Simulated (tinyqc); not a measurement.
Worked calculation: plane-wave Kohn-Sham cycle with exchange-only LDA in a layered model solid. One step of it, computed by the program tinyqc.

Task: Iteration 2: potential. V_H(G) = 4 pi rho(G)/G^2 for G != 0 (uniform background); v_x = -(3 rho/pi)^(1/3); V = V_ext + V_H + v_x; Fourier components f(G_m) = (1/N) sum_j f(x_j) exp(-i G_m x_j).

A solid whose potential varies along x alone (atomic units):
```
parameter,value
period a,16.100000
cross-section of the cell,38.000000
electrons per cell,2
grid points,16
"plane waves -n..n, n",2
k points,1
V1 in V1 cos(2 pi x/a),-0.230000
```

density after iteration 1 (e/bohr^3): 0.00411515  0.00394978  0.00357458  0.00322355  0.00302688  0.00295922  0.00294533  0.00294363  0.00294361  0.00294363  0.00294533  0.00295922  0.00302688  0.00322355  0.00357458  0.00394978

Give: Potentials on the grid; V(G_m), m = 0, 1, 2, ....

Result:

Potentials on the grid (hartree):
```
x,V_ext,V_H,v_x,V
0.0000,-0.2300,0.0484,-0.1578,-0.3394
1.0063,-0.2125,0.0432,-0.1557,-0.3250
2.0125,-0.1626,0.0296,-0.1506,-0.2836
3.0187,-0.0880,0.0120,-0.1455,-0.2215
4.0250,0,-0.0051,-0.1424,-0.1476
5.0312,0.0880,-0.0193,-0.1414,-0.0727
6.0375,0.1626,-0.0297,-0.1412,-0.0082
7.0438,0.2125,-0.0359,-0.1411,0.0355
8.0500,0.2300,-0.0379,-0.1411,0.0509
9.0563,0.2125,-0.0359,-0.1411,0.0355
10.0625,0.1626,-0.0297,-0.1412,-0.0082
11.0687,0.0880,-0.0193,-0.1414,-0.0727
12.0750,0,-0.0051,-0.1424,-0.1476
13.0813,-0.0880,0.0120,-0.1455,-0.2215
14.0875,-0.1626,0.0296,-0.1506,-0.2836
15.0938,-0.2125,0.0432,-0.1557,-0.3250
```

V(G_m), m = 0, 1, 2, ... (hartree): -0.1459  -0.0975  0.0008  -0.0001  0.0000
